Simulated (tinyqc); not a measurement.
Pillar capacitor in an array: capacitance, non-linearity, leakage and relaxation: two steps of the calculation.

A film between two metal electrodes, each interface adding a series capacitance ci. The small-signal permittivity is ek (1 + aq E^2); the field is found with the linear permittivity. Leakage J = J0 sinh(E/Ef). After a voltage step the film passes a relaxation current kr C V tt^(-nr), tt being the time in seconds. The sidewall is a coaxial capacitor with radii a = dm/2 and b = dm/2 + t, depth AR dm; the end face is left out.

Values chosen for this exercise; permittivity of the order of that of titanium dioxide: relative permittivity of the film ek = 86.3; film thickness t = 16 nm; capacitance of each electrode interface (dead layer and screening) ci = 1000 uF/cm^2; quadratic field coefficient of the permittivity aq = 0.026 cm^2/MV^2; bias V = 2.1 V; leakage prefactor J0 = 1.5e-10 A/cm^2; field for an e-fold rise of the leakage Ef = 0.36 MV/cm; diameter of the pillar dm = 180 nm; aspect ratio, depth over diameter AR = 30; pitch of the square array pt = 420 nm; resistivity of the inner electrode rho = 520 uohm cm.

Constants: eps0 = 8.8541878128e-14 F/cm where lengths are in cm. Results are converted to the units shown.

Problem 1. Planar capacitance, field and non-linearity. Planar film: Cf = eps0 ek/t, 1/C = 1/Cf + 2/ci, EOT = 3.9 eps0/C, effective permittivity C t/eps0, E = (V/t) C/Cf; quadratic coefficient [C(V)/C - 1]/V^2 with Cf (1 + aq E^2) in C(V).

Give: Cf; C; EOT; effective permittivity; E; quadratic coefficient; J.

Solution 1.

Cf = 4.776 uF/cm^2
C = 4.731 uF/cm^2
EOT = 0.7300 nm
effective permittivity = 85.48
E = 1.300 MV/cm
quadratic coefficient = 9867 ppm/V^2
J = 2.774e-9 A/cm^2

The interfaces take 0.946 % of the voltage.

Problem 2. Cell capacitance, fields and time constant. Per length 1/c = ln(b/a)/(2 pi eps0 ek) + (1/a + 1/b)/(2 pi ci); cell capacitance c AR dm; per footprint over pt^2; fields c V/(2 pi eps0 ek r) at r = a and b; resistance of the inner electrode rho AR dm/(pi a^2); time constant R C/3 of the distributed line.

Wanted: a; b; cell capacitance; capacitance per footprint; field at a; field at b; R; R C/3.

Solution 2.

a = 90.000 nm
b = 106.00 nm
cell capacitance = 156.94 fF
capacitance per footprint = 88.966 uF/cm^2
field at a = 1.4124 MV/cm
field at b = 1.1992 MV/cm
R = 1.1035 kohm
R C/3 = 57.725 ps

The array gives 18.8 times the planar capacitance per footprint; curvature makes the field at the inner electrode 1.09 times the planar value.

Numbers from tinyqc (`OMP_NUM_THREADS=1 python tinyqc.py 2102205 2102206 out.jsonl`; about 0.01 s on one thread of a shared Intel Xeon 2.30GHz).
